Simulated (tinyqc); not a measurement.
Hydrogen passivation of interface dangling bonds: competing passivation and dissociation with distributed barriers. Changing the anneal time t. Computed by tinyqc, a small Python program. Command: `OMP_NUM_THREADS=1 python tinyqc.py 3011514 3011515 out.jsonl passiv sweep`. One thread of a shared host (Intel(R) Xeon(R) Processor @ 2.30GHz), about 0.08 s of CPU time with the checks.

P_b + H2 gives P_bH + H at the rate k_f [H2]; P_bH gives P_b + H at the rate k_d. All defects start unpassivated. E_f and E_d are Gaussian and independent.

Inputs (values chosen for the exercise, close to those used for P_b centres at the silicon-oxide interface):
```
quantity                                      value          unit
defect density N0                           1.3e+12        1/cm^2
passivation prefactor k_f0                  1.6e-07        cm^3/s
mean passivation barrier E_f                   1.59            eV
spread sigma_f                                0.033            eV
dissociation prefactor k_d0                 4.5e+12           1/s
mean dissociation barrier E_d                  2.73            eV
spread sigma_d                                0.049            eV
H2 in the oxide per atm, solubility factor  1.2e+18  1/(cm^3 atm)
hydrogen pressure p                            0.05           atm
anneal temperature T                            325             C
oxide thickness                                  15            nm
```

Constants: k_B = 8.617333262e-05 eV/K; e = 1.602176634e-19 C; eps_0 = 8.8541878128e-12 F/m.

Method:
- [H2] = solubility factor x p; a = k_f0 [H2] exp(-E_f/(k_B T)), d = k_d0 exp(-E_d/(k_B T)). For one pair of barriers the active share is y = [d + a exp(-(a + d) t)]/(a + d).
- Temperatures in kelvin are T(C) + 273.15.
- Average y over both Gaussians with 40 x 40 Gauss-Hermite points.
- Active density N0 y; threshold shift if each active defect holds one charge, e N0 y t_ox/(3.9 eps_0).
- Minimise the averaged y over T between 150 and 900 C: find where ln y is equal at T - 0.05 and T + 0.05 C; T is rounded to 0.1 C.

One run for each value:
```
anneal time t (s)  active share y  active share, single barriers  best temperature (C)  least active share
1.00e+00               9.9953e-01                     9.9961e-01                 647.8          3.9263e-04
1.00e+01               9.9529e-01                     9.9616e-01                 565.0          1.0029e-04
1.00e+02               9.5436e-01                     9.6222e-01                 496.1          2.5867e-05
1.00e+03               6.5217e-01                     6.8040e-01                 437.8          6.7457e-06
1.00e+04               6.1563e-02                     2.1263e-02                 387.9          1.7795e-06
1.00e+05               2.4188e-05                     1.1634e-07                 344.8          4.7491e-07
1.00e+06               2.2438e-07                     1.1634e-07                 307.1          1.2821e-07
```

Describe and explain the trends.

Over the rows, active share y falls from 1.000 to 2.24e-7 (exponent d ln y / d ln x -0.0018 between the first rows and -2.0 between the last); active share, single barriers falls from 1.000 to 1.16e-7; best temperature (C) falls from 648 to 307 (exponent d ln y / d ln x -0.059 between the first rows and -0.050 between the last). At the low end the exponent of active share y is 0.00, close to 0: little has reacted yet. The spread turns a single exponential into a slower, stretched decay. Longer anneals allow a colder optimum with a lower floor.

Caution (all rows): a least active share below 1e-3 is a property of the model; measured passivation levels off well above it. Caution (all rows): atomic hydrogen, which both passivates and depassivates, and further passivation during cooling are left out. Caution (rows 100000, 1.00e6): single-barrier shares below about 1e-3 are formal; measured passivation levels off well above them. Caution (rows 100000, 1.00e6): densities below a few 1e9 per cm^2 are formal: other defects set the floor in real interfaces.

Extremes, crossings and ranges named in words are read from the listed rows.
